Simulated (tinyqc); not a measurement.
# Memristor with linear dopant drift, Joglekar window: effect of the doped share at t = 0 on the first half period

A film of thickness D has a doped share x: R = Ron x + Roff (1 - x), i = v/R, dx/dt = k i F with k = mv Ron/D^2 and F = 1 - (2 x - 1)^(2 p). The drive is v = V0 sin(2 pi f t). The model has no threshold and no heating.

The equation is integrated to convergence over the first half period; the lobe area is the integral of i dv, down branch less up branch.

Parameters, values chosen for the exercise: resistance of the fully doped film Ron = 500 ohm; resistance of the undoped film Roff = 20000 ohm; film thickness D = 15 nm; dopant mobility mv = 4e-14 m^2/(V s); amplitude V0 = 0.7 V; window exponent p = 1; frequency f = 10 Hz.

Result of one run:
```
x at half period  R0/R(half period)  peak i (uA)  lobe area (uW)
0.3257                        1.151        47.48           1.555
```

Which doped share at t = 0 x0 gave this result: 0.02, 0.09, 0.16, 0.22 or 0.29?

x0 = 0.22.

The whole series:
```
x0    x at half period  R0/R(half period)  peak i (uA)  lobe area (uW)
0.02           0.02971              1.010        35.85         0.08099
0.09            0.1336              1.049        39.20          0.4353
0.16            0.2372              1.098        43.25          0.9408
0.22            0.3257              1.151        47.48           1.555
0.29            0.4286              1.232        53.63           2.605
0.36            0.5308              1.345        61.69           4.251
```

As x0 goes from 0.02 to 0.36, x at half period rises from 0.0297 to 0.531, the resistance ratio rises from 1.01 to 1.35 and the lobe area rises from 0.0810 to 4.25 uW.

Numbers from tinyqc (`OMP_NUM_THREADS=1 python tinyqc.py 2880120 2880121 out.jsonl`; about 0.2 s on one thread of a shared Intel Xeon 2.30GHz).
